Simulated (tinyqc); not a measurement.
Nanowire ballistic transistor, top-of-the-barrier model: one step of the calculation.

At the top of the source barrier, states moving towards the drain are filled by the source (Fermi level 0) and states moving back by the drain (Fermi level -q Vd); nothing scatters. U is the shift of the band edge there, set by the capacitances CG, CD and CS (the total) and by the charge. Parabolic one-dimensional subband; the source is grounded.

Task. Self-consistent potential at the barrier top. eta1 = -(E0 + U)/Vt, eta2 = eta1 - Vd/Vt, n = (N0/2)[F_(-1/2)(eta1) + F_(-1/2)(eta2)], F_(-1/2)(x) = (1/sqrt(pi)) int_0^infinity u^(-1/2)/(1 + exp(u - x)) du. U(out) = UL + q (n - n0)/CS. U(new) = U(out).

Inputs (values chosen for the exercise); mass and valleys close to those of gallium nitride: temperature T = 300 K; band edge at the barrier top above the source Fermi level at zero bias E0 = 0.37 eV; drain voltage Vd = 0.2 V.

Constants: q = 1.602176634e-19 C, kB = 1.380649e-23 J/K, Vt = kB T/q. Results are converted to the units shown.

U at the start (U = UL) = -0.4808 eV
N0 = 2.0257576e6 cm^-1
CS = 16.056095 pF/cm
n0 = 1.2327098 cm^-1
UL = -0.4808 eV

Wanted: eta1; eta2; n; U(out); U after iteration 1.

Result.

eta1 = 4.286
eta2 = -3.450
n = 2.333e6 cm^-1
U(out) = -0.4575 eV
U after iteration 1 = -0.4575 eV

Program tinyqc, `OMP_NUM_THREADS=1 python tinyqc.py 2400115 2400116 out.jsonl`; Intel Xeon 2.30GHz, shared host, one thread, about 0.03 s.
